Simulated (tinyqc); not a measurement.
Inside a calculation. Model: MOS capacitor on a p-type substrate, surface potential from the exact charge relation.

Numbers from tinyqc (`OMP_NUM_THREADS=1 python tinyqc.py 2060124 2060125 out.jsonl`; about 0.01 s on one thread of a shared Intel Xeon 2.30GHz). Printed values are rounded.

Uniform p-type substrate, Boltzmann statistics, full ionisation, classical densities. psi is the surface potential against the body (positive when the bands bend down) and u = psi/Vt. Traps are spread evenly over the gap and neutral at flat band, so their charge is -q Dit psi; the minority quasi-Fermi level is shifted by Vb.

Inputs (values chosen for the exercise); band and dielectric values close to those of gallium arsenide: temperature T = 250 K; band gap Eg = 1.41 eV; relative permittivity eps_r = 13; conduction-band density of states at T Nc = 3.41e17 cm^-3; valence-band density of states at T Nv = 6.84e18 cm^-3; electron affinity chi = 4.08 eV; acceptor density of the substrate N = 1.1e18 cm^-3; relative permittivity of the gate insulator (close to silicon dioxide) eox = 3.9; insulator thickness tox = 11 nm; gate work function phiM = 4.97 eV; fixed charge at the interface, in units of q Nf = 1.6e10 cm^-2; density of interface traps Dit = 0 cm^-2 eV^-1; reverse bias of the inversion layer against the body Vb = 0 V; gate voltage against the body Vg = 3.98 V.

Constants: q = 1.602176634e-19 C, kB = 1.380649e-23 J/K, Vt = kB T/q, eps0 = 8.8541878128e-14 F/cm where lengths are in cm. Results are converted to the units shown.

Range of the model: At this gate voltage the surface density exceeds 0.3 of the band density of states, so degeneracy and confinement would lower the charge and capacitance.

## Flat band, threshold and scales

ni = sqrt(Nc Nv) exp(-Eg/(2 Vt)), Eg in volts; phiF = Vt ln(N/ni); Cox = eps0 eox/tox; Vfb = phiM - chi - (Eg - Vt ln(Nv/N)) - q Nf/Cox; Q0 = sqrt(2 eps0 eps_r q N Vt); r = (ni/N)^2 exp(-Vb/Vt); VT = Vfb + [(2 phiF + Vb)(1 + q Dit/Cox) + sqrt(2 eps0 eps_r q N (2 phiF + Vb))/Cox].

ni = 9369.81 cm^-3
phiF = 0.697931 V
Cox = 0.313921 uF/cm^2
Vfb = -0.488796 V
Q0 = 93.4908 nC/cm^2
r = 7.25565e-29
VT = 3.30431 V

## Starting value

psi = +Vt (just off flat band).

psi at the start = 0.0215433 V

## Iteration 1: Newton step for the surface potential

u = psi/Vt; F^2 = exp(-u) + u - 1 + r (exp(u) - u - 1); Qs = -sign(u) Q0 F; Cs = -dQs/dpsi = (Q0/Vt) |1 - exp(-u) + r (exp(u) - 1)|/(2 F). f = Vfb + psi + (q Dit psi - Qs)/Cox - Vg, f' = 1 + (Cs + q Dit)/Cox, psi(new) = psi - f/f'.

u = 1
F = 0.606531
Qs = -56.7051 nC/cm^2
Cs = 2.26138 uF/cm^2
f = -4.26662 V
f' = 8.20365
psi after iteration 1 = 0.541631 V

## Iteration 2: Newton step for the surface potential

As before.

u = 25.1415
F = 4.91340
Qs = -459.358 nC/cm^2
Cs = 0.441615 uF/cm^2
f = -2.46388 V
f' = 2.40677
psi after iteration 2 = 1.56536 V

## Course of the Newton iteration

Stop when the step is below 1e-10 V, or after 60 iterations.

Course of the iteration:

| iteration | psi before the step (V) | f (V) | step (V) |
|---|---|---|---|
| 1 | 0.0215433 | -4.27 | 0.520 |
| 2 | 0.541631 | -2.46 | 1.02 |
| 3 | 1.56536 | 12.5 | -0.0358 |
| 4 | 1.52954 | 4.14 | -0.0285 |
| 5 | 1.50103 | 1.25 | -0.0190 |
| 6 | 1.48205 | 0.309 | -8.63e-3 |
| 7 | 1.47342 | 0.0418 | -1.58e-3 |
| 8 | 1.47185 | 1.15e-3 | -4.57e-5 |
| 9 | 1.47180 | 9.32e-7 | -3.73e-8 |
| 10 | 1.47180 | 6.18e-13 | < 1e-13 |

Converged in 10 iterations.

## Charges, field and capacitances at the solution

converged psi = 1.47180 V

u = psi/Vt; F^2 = exp(-u) + u - 1 + r (exp(u) - u - 1); Qs = -sign(u) Q0 F; Cs = -dQs/dpsi = (Q0/Vt) |1 - exp(-u) + r (exp(u) - 1)|/(2 F). Low frequency: 1/C_LF = 1/Cox + 1/(Cs + q Dit). High frequency, in the simple estimate in which traps and minority carriers do not follow: 1/C_HF = 1/Cox + 1/Cd, Cd being Cs with r = 0 at the same psi. Minority sheet density N_inv = (Q0/(2 q)) int_0^u r (exp(t) - 1)/F(t) dt for u > 0. Oxide field |Qs - q Dit psi + q Nf|/(eps0 eox).

Qs = -940.821 nC/cm^2
N_inv = 1.09228e12 cm^-2
oxide field = 2.71712 MV/cm
Cs = 7.53606 uF/cm^2
C_LF/Cox = 0.960010
C_HF/Cox = 0.457242

The surface is in strong inversion (borders at |psi| = 0, phiF + Vb and 2 phiF + Vb = 1.40 V). Minority carriers make up 18.6 % of Qs.
